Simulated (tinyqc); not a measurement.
# Band bending at a free surface with one surface level, surface photovoltage and Kelvin probe: pinning by the surface states

n-type bulk, xi = Ec - EF = Vt ln(Nc/Nd), p0 = ni^2/Nd, ni = sqrt(Nc Nv) exp(-Eg/(2 Vt)), Eg in volts. b is the upward band bending, u = b/Vt. Space charge per area, in units of q: Qc = sign(b) sqrt((2 eps0 eps_r Vt/q) [(Nd + dn)(exp(-u) - 1) + Nd u + (p0 + dn)(exp(u) - 1)]), with dn the excess density under light (flat quasi-Fermi levels; 0 in the dark). The level holds -Ns f, f = 1/(1 + exp((xi + b - Es)/Vt)). Neutrality: Qc + Qf + (charge of the states) = 0.

b solves the neutrality condition in the dark.

Values chosen for this exercise; band and dielectric values close to those of silicon:

| symbol | value | unit | meaning |
|---|---|---|---|
| T | 350 | K | temperature |
| Eg | 1.1 | eV | band gap |
| eps_r | 11.6 |  | relative permittivity |
| Nc | 3.58e19 | cm^-3 | conduction-band density of states at T |
| Nv | 3.3e19 | cm^-3 | valence-band density of states at T |
| Nd | 9.8e16 | cm^-3 | donor density |
| Qf | 0 | cm^-2 | fixed positive charge at the surface |
| Es | 0.41 | eV | its depth below the conduction edge |

Constants: q = 1.602176634e-19 C, kB = 1.380649e-23 J/K, Vt = kB T/q, eps0 = 8.8541878128e-14 F/cm where lengths are in cm. Results are converted to the units shown.

Pinning by the surface states:

| Ns (cm^-2) | b (V) | xi + b (eV) | Qc (cm^-2) |
|---|---|---|---|
| 2.4e10 | 0.005413 | 0.1834 | 2.399e10 |
| 6.7e10 | 0.01596 | 0.1939 | 6.695e10 |
| 1.8e11 | 0.05009 | 0.2281 | 1.796e11 |
| 5.1e11 | 0.1797 | 0.3577 | 4.336e11 |
| 1.4e12 | 0.2476 | 0.4256 | 5.228e11 |
| 3.9e12 | 0.2855 | 0.4635 | 5.664e11 |
| 1.1e13 | 0.3180 | 0.4960 | 6.014e11 |
| 2.9e13 | 0.3468 | 0.5248 | 6.308e11 |
| 8.1e13 | 0.3769 | 0.5548 | 6.600e11 |

b rises from 0.00541 to 0.377 V. The level is over 95 % full (Qc near Ns - Qf) in the 3 rows with xi + b more than 3 Vt short of Es = 0.41 eV. Beyond that it empties, and between the last two rows b gains only 67.3 mV a decade.

tinyqc, about 0.01 s, one thread, Intel Xeon 2.30GHz (shared host): `OMP_NUM_THREADS=1 python tinyqc.py 2430029 2430030 out.jsonl`
